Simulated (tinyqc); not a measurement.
Surface segregation during layer-by-layer epitaxy: two-layer exchange kinetics and the shape of quantum wells and delta layers: one step, computed by the program tinyqc. Command: `OMP_NUM_THREADS=1 python tinyqc.py 3029698 3029699 out.jsonl mbeseg walk`. One thread of a shared host (Intel(R) Xeon(R) Processor @ 2.30GHz), about 0.03 s of CPU time with the checks.

Atoms A and B exchange only between the growing layer and the one below it. B is supplied for N layers, then pure A follows.

Question. The second layer. Each layer is deposited complete with B share x_dep and then exchanges for the time tau = 1/G with the layer below, whose share is b (total c = s + b fixed): ds/dt = p1 b (1 - s) - p2 s (1 - b), s(0) = x_dep. With the roots s1 < s2 of the right side, (s - s1)/(s - s2) = [(s(0) - s1)/(s(0) - s2)] exp(-(p1 - p2)(s2 - s1) tau). The lower layer is then buried with c - s, and s becomes the b of the next layer. Layer 1 is deposited on pure A with share x0; with nothing to lift from below, take b = 0 and s(0) = x0 for it. Then layer 2 has x_dep = x0.

Inputs (values chosen for the exercise, close to those used for germanium in silicon):
```
quantity                                   value      unit
growth rate G                               0.09  layers/s
share x0 of B in the flux during the well   0.25         -
layers in the well N                           8         -
temperature T                                560         C
```

p1 = 790.7917 1/s

p2 = 18.39987 1/s

Give: share in layer 1 after its exchange; root s1 for layer 2; root s2 for layer 2; share in layer 2 after its exchange; share buried in layer 1.

Answer.

share in layer 1 after its exchange = 0.2426

root s1 for layer 2 = 0.4722

root s2 for layer 2 = 1.068

share in layer 2 after its exchange = 0.4722

share buried in layer 1 = 0.02039
